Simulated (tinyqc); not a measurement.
# Quarter-wave Bragg mirror and the threshold of a vertical cavity: effects of single changes

N pairs of lossless layers, each a quarter wave thick at lam, in the order nL, nH from the incident medium n0 to the exit medium ns; normal incidence, no dispersion. At wavelength lam + dw each layer has the phase d = (pi/2) lam/(lam + dw) and the matrix [[cos d, i sin d/n], [i n sin d, cos d]].

Parameters, values chosen for the exercise; indices close to those of AlGaAs of two compositions:
```
symbol,value,unit,meaning
lam,850,nm,design wavelength
nH,3.549,,high index
nL,3.035,,low index
N,28,,number of pairs
n0,3.553,,index of the incident medium
ns,1,,index of the exit medium
Tb,0.09,%,transmission of the back mirror
Lc,1,wavelengths,optical thickness of the cavity
ai,8,1/cm,internal loss
da,30,nm,total thickness of the wells
Gr,1.78,,standing-wave enhancement
```

Each table varies one quantity; the others keep the values above.

## Effect of the index contrast

At the design wavelength Y = ns (nL/nH)^(2 N), T0 = 4 n0 Y/(n0 + Y)^2; stop band, to first order in its width, (4 lam/pi) arcsin((nH - nL)/(nH + nL)); layer thicknesses lam/(4 n). N99 is the number of pairs, not rounded, for T0 = 1 %; Lp = lam/(4 (nH - nL)).

Effect of the index contrast:
```
nL	T0 (%)	stop band (nm)	N99	Lp (nm)
2.13	4.313e-11	273.3	4.621	149.8
2.34	8.349e-9	223.8	5.664	175.8
2.56	1.279e-6	176.0	7.223	214.9
2.77	1.058e-4	133.8	9.520	272.8
2.98	0.006333	94.44	13.50	373.5
3.2	0.3413	55.99	22.79	608.9
3.41	11.33	21.62	59.05	1529
```

What does the comparison show?

As nL nears nH = 3.549, the stop band falls from 273 to 21.6 nm, N99 rises from 4.62 to 59.1 and Lp rises from 150 to 1530 nm. The product of stop band and Lp changes only from 40900 to 33000 nm^2.

## Effect of the number of pairs

Penetration depth Lp = lam/(4 (nH - nL)), Leff = Lc lam/nH + 2 Lp, mirror loss per pass m = -ln[(1 - T0)(1 - Tb)]/2, threshold gain (ai Leff + m)/(Gr da), share of the light through this mirror (T0/2)/(ai Leff + m).

Results:
```
N	T0 (%)	stack thickness (um)	threshold gain (1/cm)	output share
8	8.801	1.039	8870	0.9290
12	2.600	1.559	2711	0.8981
21	0.1575	2.728	391.7	0.3766
25	0.04508	3.247	286.3	0.1474
28	0.01764	3.637	260.6	0.06337
29	0.01290	3.767	256.1	0.04715
32	0.005045	4.157	248.8	0.01899
37	0.001055	4.806	245.0	0.004032
```

Estimate the missing row, N = 16.

Computed row:
```
N	T0 (%)	stack thickness (um)	threshold gain (1/cm)	output share
16	0.7508	2.078	949.7	0.7402
```

With this row back in the table: The transmission T0 falls from 8.80 to 0.00106 %, by a factor of 1.37 a pair at the end. The threshold gain falls from 8870 to 245 1/cm, towards the floor set by ai and the back mirror, while the output share falls from 0.929 to 0.00403: more pairs buy a lower threshold with efficiency. For N = 8 the threshold gain passes 4000 1/cm, more than quantum wells usually give.

Computed by the program tinyqc: `OMP_NUM_THREADS=1 python tinyqc.py 2650014 2650015 out.jsonl`, one thread of a shared Intel Xeon 2.30GHz, about 0.01 s for the whole run.
